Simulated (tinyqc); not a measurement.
What moves the carrier density: donors on two lattice sites with valley-orbit split states.

Each donor binds at most one electron, in any of its states. For a site s, W_s = sum over its states of g exp(E/kT), and the ionised share is 1/(1 + W_s exp(eta)), eta = (EF - Ec)/kT; n = Nc F_1/2(eta); neutrality n + NA = ND x (mean ionised share, the two sites in equal numbers); holes are neglected. Nc from N = 2 (m kB T/(4 pi c))^(3/2) with c = hbar^2/2m0, in 1/angstrom^3; times 1e24 for 1/cm^3, m = md. F_j(eta) = (1/Gamma(j + 1)) integral_0^infinity x^j dx/(1 + exp(x - eta)), which tends to exp(eta) for eta << 0.

Mobility (Caughey-Thomas form): mu = mu0 + (mu1 (T/300)^(-ga) - mu0)/(1 + ((ND + NA)/Nr)^de); rho = 1/(e n mu), e = 1.602176634e-19 C.

Constants: hbar^2/2m0 = 3.80998211 eV angstrom^2; kB = 8.617333262e-05 eV/K.

Values chosen for the exercise (near those of nitrogen in 4H-SiC; not measured data):
- md = 0.813 m0 (density-of-states mass of the conduction band)
- E = (64, 55.9, 114.8, 70.5) meV (binding energies of h ground, h excited, k ground, k excited)
- g = (2, 4, 2, 4) (their degeneracies with spin)
- ND = 8.8e+16 1/cm^3 (donors, half on each site)
- NA = 0 1/cm^3 (compensating acceptors, all ionised)
- T = 225 K
- mu0 = 43 cm^2/(V s) (mobility at heavy doping)
- mu1 = 905 cm^2/(V s) (mobility at light doping and 300 K)
- Nr = 2e+17 1/cm^3 (reference doping)
- de = 0.61 (doping exponent)
- ga = 2.4 (temperature exponent)

All results formed anew.

One parameter was then changed.

Results before and after:

| case | eta | n (1/cm^3) | rho (ohm cm) |
|---|---|---|---|
| base | -5.665 | 4.135e+16 | 0.1324 |
| changed | -5.684 | 4.056e+16 | 0.1350 |

Which of these changes was made? (a) E = (69, 55.9, 114.8, 70.5) meV; (b) ND = 1.76e+17 1/cm^3; (c) T = 255 K; (d) md = 0.894 m0; (e) NA = 8.8e+15 1/cm^3; (f) Nr = 4e+17 1/cm^3.

Answer: (a) E = (69, 55.9, 114.8, 70.5) meV. Of the candidates, run in turn, only this one gives the changed row.

All candidates:

| case | eta | n (1/cm^3) | rho (ohm cm) |
|---|---|---|---|
| base | -5.665 | 4.135e+16 | 0.1324 |
| E = (69, 55.9, 114.8, 70.5) meV | -5.684 | 4.056e+16 | 0.1350 |
| md = 0.894 m0 | -5.766 | 4.311e+16 | 0.1270 |
| ND = 1.76e+17 1/cm^3 | -5.190 | 6.642e+16 | 0.09805 |
| NA = 8.8e+15 1/cm^3 | -5.823 | 3.531e+16 | 0.1584 |
| T = 255 K | -5.656 | 5.032e+16 | 0.1462 |
| Nr = 4e+17 1/cm^3 | -5.665 | 4.135e+16 | 0.1157 |

Run: tinyqc, `OMP_NUM_THREADS=1 python tinyqc.py 1682588 1682589 out.jsonl`; Intel(R) Xeon(R) Processor @ 2.30GHz, one thread, shared host; about 0.01 s of CPU time with all checks.
